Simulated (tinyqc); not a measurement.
Inside a calculation: Lorentz oscillators and the Kramers-Kronig relations. Values are carried at full precision from step to step, so a last printed digit may differ when a step is redone from the rounded ones.

eps(E) = 1 + sum_j S_j/(E0_j^2 - E^2 - i G_j E).

Constants: hbar c = 1973.269805 eV angstrom; hbar^2/2m0 = 3.80998211 eV angstrom^2; e^2/(4 pi eps0) = 14.39964547 eV angstrom.

Parameters, chosen for this exercise (line positions loosely like those of SiC; Lorentz tails absorb below the gap, where the real solid is clear; the results hold for these values, not for the real material): E0 = (6.12, 7.67, 9.59) eV (resonances); G = (1.08, 1.16, 2.14) eV (widths); S = (45.7, 117.7, 96.7) eV^2 (strengths); E = 7.92 eV (photon energy); h = 1 eV (grid step); M = 40 (grid points E_j = j h); i = 4 (grid index at which eps1 is wanted).

## Dielectric function at one energy

Evaluate each oscillator and the sum.

terms: [-1.6225+0.5491i, -4.6060+10.8573i, 2.4753+1.4347i]

eps(E) = -2.7531+12.8412i
eps(0) = 5.2723

## Optical constants

n + i k = sqrt(eps1 + i eps2) with k >= 0; R = ((n - 1)^2 + k^2)/((n + 1)^2 + k^2) at normal incidence from vacuum; alpha = 2 E k/(hbar c), times 1e8 for 1/cm; loss function Im(-1/eps) = eps2/(eps1^2 + eps2^2).

Convert eps at the photon energy E into the optical constants.

n = 2.2781
k = 2.8183
R = 0.5124
alpha = 2.26e+06 1/cm
loss function = 0.0745
vacuum wavelength hc/E (hc = 1239.841984 eV nm) = 156.5 nm

The intensity falls to 1/e within 4.42 nm. eps1 is negative, so k exceeds n, as in a metal below its plasma energy; R is 0.51.

## Absorptive part on the grid

Tabulate eps2 at E_j = j h.

eps2(E_j), j = 1 .. M: [0.1029, 0.2319, 0.4344, 0.8481, 2.1437, 8.5290, 8.3935, 11.7243, 6.0605, 4.8295, 2.0785, 1.0090, 0.5813, 0.3746, 0.2600, 0.1900, 0.1443, 0.1128, 0.0903, 0.0736, 0.0610, 0.0512, 0.0435, 0.0373, 0.0322, 0.0281, 0.0246, 0.0217, 0.0193, 0.0172, 0.0154, 0.0139, 0.0125, 0.0114, 0.0104, 0.0094, 0.0086, 0.0079, 0.0073, 0.0067]

## eps1 at one grid point

Kramers-Kronig: eps1(E) = 1 + (2/pi) P integral_0^infinity E1 eps2(E1)/(E1^2 - E^2) dE1. Maclaurin rule on the grid E_j = j h, j = 1 .. M: eps1(E_i) = 1 + (4 h/pi) sum over j with j - i odd of E_j eps2(E_j)/(E_j^2 - E_i^2); nothing is added above E_M.

List the terms E_j eps2_j/(E_j^2 - E_i^2) for j - i odd, add them and form eps1.

terms in order of j (1/eV): [-0.0069, -0.1862, 1.1909, 1.7804, 0.8391, 0.2178, 0.0494, 0.0187, 0.0090, 0.0050, 0.0030, 0.0019, 0.0013, 0.0009, 0.0007, 0.0005, 0.0004, 0.0003, 0.0002, 0.0002]

sum = 3.927 1/eV
eps1(E_i) = 6.000

The oscillator formula gives 7.020 at E_i = 4 eV. The rule samples every 2h = 2 eV against a narrowest width of 1.08 eV and stops at 40 eV; coarse sampling and the missing tail make the difference.

## The f-sum on the grid

W(E_M) = (2/pi) h sum_j E_j eps2_j, with half weight on the last point; the full integral equals sum S_j = (hbar omega_p)^2, and the electron density follows from (hbar omega_p)^2 = 8 pi c (e^2/(4 pi eps0)) N with c = hbar^2/2m0.

W(E_M) = 252.47 eV^2
sum S = 260.10 eV^2
share reached on this grid (a step near the line widths can inflate it) = 0.971
hbar omega_p = 16.128 eV
N = 1.89e+23 1/cm^3

## Checks

- The value of eps1 at 7.920 eV from a fine, long grid (with the tail of eps2 ~ 1/E^3 added) against the oscillator formula: both -2.75.

Computed by tinyqc, a small Python program: `OMP_NUM_THREADS=1 python tinyqc.py 1650092 1650093 out.jsonl` (the numbers bound the seed that draws the inputs); one thread of a shared host (Intel(R) Xeon(R) Processor @ 2.30GHz), about 0.1 s for the whole set of steps.
